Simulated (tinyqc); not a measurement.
# Joule-heated wire on a substrate, fin equation: several studies

A wire of length L loses heat along itself to two contacts and sideways to the substrate: kap A theta'' - g theta + p = 0 with theta = T - T0 and p(x) = p0 exp(-((x/L - x0)/sg)^2/2). Each end passes the heat flow theta/Rc to its contact. Constant conductivity, diffusive heat flow.

Inputs (values chosen for the exercise):
- kap = 11 W/(m K) (conductivity along the wire)
- A = 52 nm^2 (cross-section)
- g = 0.19 W/(m K) (conductance per length to the substrate)
- L = 140 nm (length between the contacts)
- Rc = 42 K/uW (thermal resistance of each contact)
- p0 = 0.025 uW/nm (peak heating per length)
- x0 = 0.79 (place of the hot spot as a share of L)
- sg = 0.13 (width of the hot spot as a share of L)

Each table varies one quantity; the others keep the values above.

## Effect of the place of the hot spot as a share of L

The equation is solved on 800 equal steps and the peak is the largest node value. LH = sqrt(kap A/g); the share is the integral of g theta over that of p.

The same in every row: LH (nm) = 54.87; L/LH = 2.552.

Effect of the place of the hot spot as a share of L:
```
x0	peak theta (K)	peak/(p0/g)	share to the substrate (%)
0.5	39.35	0.2991	60.18
0.57	39.13	0.2974	59.56
0.65	38.28	0.2909	57.36
0.72	36.84	0.2800	54.29
0.8	33.89	0.2576	49.99
0.88	28.78	0.2187	45.61
0.95	22.31	0.1696	42.24
```

What does the table show?

As x0 goes from 0.5 to 0.95, the peak theta falls from 39.4 to 22.3 K and the share of heat to the substrate falls from 60.2 to 42.2 %; L/LH is 2.55 throughout.

## Effect of the length between the contacts

Same model as above.

The same in every row: LH (nm) = 54.87.

Effect of the length between the contacts:
```
L (nm)	L/LH	peak theta (K)	peak/(p0/g)	share to the substrate (%)
27	0.4921	5.497	0.04178	11.27
44	0.8019	9.666	0.07346	18.46
71	1.294	16.72	0.1270	29.21
110	2.005	26.91	0.2045	42.41
180	3.281	43.54	0.3309	59.05
300	5.468	65.95	0.5012	74.29
480	8.748	88.11	0.6697	84.59
770	14.03	107.0	0.8136	91.50
```

What does the comparison show?

As L goes from 27 to 770 nm, the peak theta rises from 5.50 to 107 K and the share of heat to the substrate rises from 11.3 to 91.5 %; L/LH goes from 0.49 to 14. Where L/LH is smallest the peak reaches 0.042 of p0/g, where it is largest 0.81. At L = 27 nm LH or L is under 30 nm, where Fourier conduction is a rough picture.

## Effect of the width of the hot spot as a share of L

Same model as above.

The same in every row: LH (nm) = 54.87; L/LH = 2.552.

Effect of the width of the hot spot as a share of L:
```
sg	peak theta (K)	peak/(p0/g)	share to the substrate (%)
0.03	10.14	0.07705	51.37
0.06	18.93	0.1439	50.95
0.09	26.42	0.2008	50.50
0.12	32.57	0.2476	50.47
0.15	37.61	0.2858	50.78
0.18	41.86	0.3182	51.22
0.21	45.56	0.3462	51.66
0.24	48.84	0.3712	52.00
```

As sg goes from 0.03 to 0.24, the peak theta rises from 10.1 to 48.8 K and the share of heat to the substrate goes from 51.4 through a minimum of 50.5 (at sg = 0.12 among the rows listed) to 52.0 %; L/LH is 2.55 throughout.

Computed by the program tinyqc: `OMP_NUM_THREADS=1 python tinyqc.py 2520120 2520121 out.jsonl`, one thread of a shared Intel Xeon 2.30GHz, about 0.01 s for the whole run.
